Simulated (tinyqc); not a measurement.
# Thickness and doping from the maximum and minimum capacitance

Problem. A MOS capacitor has Cmax = Cox = eps0 eox/tox and 1/Cmin = 1/Cox + Wm/(eps0 eps_r), with Wm = sqrt(4 eps0 eps_r Vt ln(N/ni)/(q N)) and N well above ni. Find tox, Wm and N.

Inputs (values chosen for the exercise); band and dielectric values close to those of silicon: temperature T = 300 K; relative permittivity eps_r = 11.6; relative permittivity of the gate insulator (close to silicon dioxide) eox = 3.9.

Constants: q = 1.602176634e-19 C, kB = 1.380649e-23 J/K, Vt = kB T/q, eps0 = 8.8541878128e-14 F/cm where lengths are in cm. Results are converted to the units shown.

Cmax = 0.12789382 uF/cm^2
Cmin = 0.013543670 uF/cm^2
ni = 1.2886071e10 cm^-3

Answer. Cmax gives tox and the series difference Wm. N follows by iterating N = 4 eps0 eps_r Vt ln(N/ni)/(q Wm^2); ln(N/ni)/N falls steadily for N > e ni, so there is one root in that range.

tox = 27.00 nm
Wm = 678.0 nm
N = 1.700e15 cm^-3

Numbers from tinyqc (`OMP_NUM_THREADS=1 python tinyqc.py 2060042 2060043 out.jsonl`; about 0.01 s on one thread of a shared Intel Xeon 2.30GHz).
